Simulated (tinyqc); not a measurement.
Inside a calculation. Method: RKS/BLYP in the sto-3g basis, for H2, spin multiplicity 1. One step of it, computed by the program tinyqc.

Question. Iteration 2 (converged): orbitals. Diagonalise F' = X^T F X, C = X C', fill 1 alpha and 1 beta electrons from the bottom; D = 2 C_occ C_occ^T. Each column has its largest component positive (the first on a tie).

Kohn-Sham matrix F (hartree), order 1H 1s, 2H 1s:
```
[[-0.214777, -0.338110],
 [-0.338110, -0.214777]]
```

X, order 1H 1s, 2H 1s:
```
[[1.150264, 0.555196],
 [-1.150264, 0.555196]]
```

Give: F' = X^T F X; orbital energies; coefficients C; D after iteration 2.

Answer.

F' = X^T F X (hartree):
```
[[0.3264, 0.0000],
 [0.0000, -0.3408]]
```

orbital energies (hartree): [-0.3408, 0.3264]

coefficients C, order 1H 1s, 2H 1s:
```
[[0.5552, 1.1503],
 [0.5552, -1.1503]]
```

D after iteration 2, order 1H 1s, 2H 1s:
```
[[0.6165, 0.6165],
 [0.6165, 0.6165]]
```
